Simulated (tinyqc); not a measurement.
Inside a calculation. Method: Pariser-Parr-Pople SCF with singles CI, for the molecule C1=CC=CN=CC=C1 (SMILES; centres numbered as the heavy atoms are written). One step of it, computed by the program tinyqc.

Question. Iteration 3: Fock matrix. F_rr = H_rr + P_rr gamma_rr / 2 + sum_(s != r) P_ss gamma_rs; F_rs = H_rs - P_rs gamma_rs / 2; E = tr P (H + F) / 2 + core repulsion sum_(r<s) z_r z_s gamma_rs.

P after iteration 2, order 1C, 2C, 3C, 4C, 5N, 6C, 7C, 8C:
$$\begin{pmatrix}
1.111952 & 0.836135 & -0.133450 & -0.299010 & 0.126514 & 0.057275 & -0.132785 & 0.379751 \\
0.836135 & 0.879378 & 0.369217 & 0.130237 & 0.080542 & -0.148740 & -0.288196 & 0.146213 \\
-0.133450 & 0.369217 & 1.119500 & 0.849364 & -0.143401 & -0.262935 & 0.125606 & 0.068520 \\
-0.299010 & 0.130237 & 0.849364 & 0.859046 & 0.350103 & 0.093007 & 0.097672 & -0.107623 \\
0.126514 & 0.080542 & -0.143401 & 0.350103 & 1.314678 & 0.799890 & -0.153225 & -0.268416 \\
0.057275 & -0.148740 & -0.262935 & 0.093007 & 0.799890 & 0.745146 & 0.390032 & 0.199777 \\
-0.132785 & -0.288196 & 0.125606 & 0.097672 & -0.153225 & 0.390032 & 1.116178 & 0.827584 \\
0.379751 & 0.146213 & 0.068520 & -0.107623 & -0.268416 & 0.199777 & 0.827584 & 0.854122
\end{pmatrix}$$

core matrix H (eV), order 1C, 2C, 3C, 4C, 5N, 6C, 7C, 8C:
$$\begin{pmatrix}
-38.383515 & -2.390000 & 0.000000 & 0.000000 & 0.000000 & 0.000000 & 0.000000 & -2.390000 \\
-2.390000 & -38.389911 & -2.390000 & 0.000000 & 0.000000 & 0.000000 & 0.000000 & 0.000000 \\
0.000000 & -2.390000 & -38.407904 & -2.390000 & 0.000000 & 0.000000 & 0.000000 & 0.000000 \\
0.000000 & 0.000000 & -2.390000 & -38.478095 & -2.510000 & 0.000000 & 0.000000 & 0.000000 \\
0.000000 & 0.000000 & 0.000000 & -2.510000 & -41.798346 & -2.510000 & 0.000000 & 0.000000 \\
0.000000 & 0.000000 & 0.000000 & 0.000000 & -2.510000 & -38.478095 & -2.390000 & 0.000000 \\
0.000000 & 0.000000 & 0.000000 & 0.000000 & 0.000000 & -2.390000 & -38.407904 & -2.390000 \\
-2.390000 & 0.000000 & 0.000000 & 0.000000 & 0.000000 & 0.000000 & -2.390000 & -38.389911
\end{pmatrix}$$

repulsion gamma_rs (eV), order 1C, 2C, 3C, 4C, 5N, 6C, 7C, 8C:
$$\begin{pmatrix}
11.130000 & 5.346145 & 3.710899 & 3.081502 & 2.946422 & 3.081502 & 3.710899 & 5.346145 \\
5.346145 & 11.130000 & 5.346145 & 3.711470 & 3.124703 & 2.908476 & 3.081502 & 3.711470 \\
3.710899 & 5.346145 & 11.130000 & 5.346145 & 3.773730 & 3.081502 & 2.907980 & 3.081502 \\
3.081502 & 3.711470 & 5.346145 & 11.130000 & 5.477529 & 3.711470 & 3.081502 & 2.908476 \\
2.946422 & 3.124703 & 3.773730 & 5.477529 & 12.300000 & 5.477529 & 3.773730 & 3.124703 \\
3.081502 & 2.908476 & 3.081502 & 3.711470 & 5.477529 & 11.130000 & 5.346145 & 3.711470 \\
3.710899 & 3.081502 & 2.907980 & 3.081502 & 3.773730 & 5.346145 & 11.130000 & 5.346145 \\
5.346145 & 3.711470 & 3.081502 & 2.908476 & 3.124703 & 3.711470 & 5.346145 & 11.130000
\end{pmatrix}$$

Centres (angstrom, eV; a flat drawing with bonds scaled to 1.40 angstrom):
```
centre          x          y  core charge z          W   gamma_rr
1C       1.829000   0.000000              1  11.160000  11.130000
2C       1.293000   1.293000              1  11.160000  11.130000
3C       0.000000   1.829000              1  11.160000  11.130000
4C      -1.293000   1.293000              1  11.160000  11.130000
5N      -1.829000   0.000000              1  14.100000  12.300000
6C      -1.293000  -1.293000              1  11.160000  11.130000
7C       0.000000  -1.829000              1  11.160000  11.130000
8C       1.293000  -1.293000              1  11.160000  11.130000
```

Give: F; pi energy.

Answer.

F (eV), order 1C, 2C, 3C, 4C, 5N, 6C, 7C, 8C:
$$\begin{pmatrix}
-5.8147 & -4.6250 & 0.2476 & 0.4607 & -0.1864 & -0.0882 & 0.2464 & -3.4051 \\
-4.6250 & -5.4934 & -3.3769 & -0.2417 & -0.1258 & 0.2163 & 0.4440 & -0.2713 \\
0.2476 & -3.3769 & -5.6225 & -4.6604 & 0.2706 & 0.4051 & -0.1826 & -0.1056 \\
0.4607 & -0.2417 & -4.6604 & -5.1318 & -3.4688 & -0.1726 & -0.1505 & 0.1565 \\
-0.1864 & -0.1258 & 0.2706 & -3.4688 & -7.7963 & -4.7007 & 0.2891 & 0.4194 \\
-0.0882 & 0.2163 & 0.4051 & -0.1726 & -4.7007 & -5.3707 & -3.4326 & -0.3707 \\
0.2464 & 0.4440 & -0.1826 & -0.1505 & 0.2891 & -3.4326 & -5.9464 & -4.6022 \\
-3.4051 & -0.2713 & -0.1056 & 0.1565 & 0.4194 & -0.3707 & -4.6022 & -5.6392
\end{pmatrix}$$

pi energy = -103.5129 eV
